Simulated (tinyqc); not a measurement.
From corner frequency f_c back to length L: thermal, flicker and telegraph noise of a field-effect transistor. Computed by tinyqc, a small Python program. Command: `OMP_NUM_THREADS=1 python tinyqc.py 3012231 3012232 out.jsonl noise inv`. One thread of a shared host (Intel(R) Xeon(R) Processor @ 2.30GHz), about 0.02 s of CPU time with the checks.

Strong inversion, threshold roll-off and channel-length modulation left out; noise sources are uncorrelated and are given as one-sided spectral densities.

Inputs (values chosen for the exercise, modelled on a silicon n-channel):
```
quantity,value,unit
width W,17,micrometre
electrical oxide thickness t,5.3,nm
mobility mu,440,cm^2/(V s)
saturation velocity v_s,0.71,1e7 cm/s
overdrive V_ov,0.54,V
thermal noise factor gamma,0.667,-
oxide trap density N_t,6e+16,1/(eV cm^3)
oxide barrier phi,2,eV
oxide mass m_ox,0.47,m_0
Coulomb scattering coefficient alpha_sc,39000,V s/C
frequency f,10000,Hz
temperature T,200,K
```

Operating region: saturation. Flicker model: number with correlated mobility.

Constants: eps_0 = 8.8541878128e-12 F/m; hbar = 1.054571817e-34 J s; m_0 = 9.1093837015e-31 kg; e = 1.602176634e-19 C; k_B = 8.617333262e-05 eV/K; k_B = 1.380649e-23 J/K.

Method:
- C_ox = 3.9 eps_0/t; V_c = 2 v_s L/mu; I = W C_ox v_s V_ov^2/(V_ov + V_c); g_m = W C_ox v_s V_ov (V_ov + 2 V_c)/(V_ov + V_c)^2; g_d0 = mu C_ox (W/L) V_ov.
- Tunnelling length lambda = hbar/(2 sqrt(2 m_ox phi)); flat-band noise S_Vfb = e^2 k_B T lambda N_t/(W L C_ox^2 f). S_I = g_m^2 S_Vfb (1 + alpha_sc mu C_ox I/g_m)^2.
- Thermal: S_I = 4 k_B T gamma g_d0; input-referred S_V = S_I/g_m^2; corner f_c where flicker equals thermal.
- Total input noise from 1 Hz to f_c: sqrt(S_V,thermal [f_c ln(f_c/1 Hz) + f_c - 1 Hz]).

Question. A run gave the result below. Find the length L, known to lie between 70 and 160 nm.

corner frequency f_c = 2.473456e+08 Hz

Answer.

Each step takes the trial c = (a f_b - b f_a)/(f_b - f_a), f being the result less the target and a, b, c the logarithms of the listed values; c replaces end b, the old b replaces a if the sign of f changed, and otherwise f_a is halved.

Scan of the range:
```
length L (nm),corner frequency f_c (Hz)
70.0,3.15641e+08
80.3,2.92253e+08
92.2,2.68310e+08
106.0,2.44036e+08
121.0,2.21190e+08
139.0,1.97755e+08
160.0,1.74819e+08
```

False position (Illinois rule, in the logarithm of the input) inside the bracket:
```
step,end a,end b,trial,corner frequency f_c (Hz)
1,92.200,106.000,104.003,2.47341e+08
2,92.200,104.003,103.997,2.47351e+08
3,104.003,103.997,104.000,2.47346e+08
```

Corner frequency f_c falls at every point of a 13-point scan of the range (every second point is shown), so one value fits; it is bracketed by 92.2 and 106. Answer: length L = 104.0 nm.

Caution: fewer than one trap per decade of time constant is active, so one device shows telegraph steps and the 1/f law is only a mean over many devices.
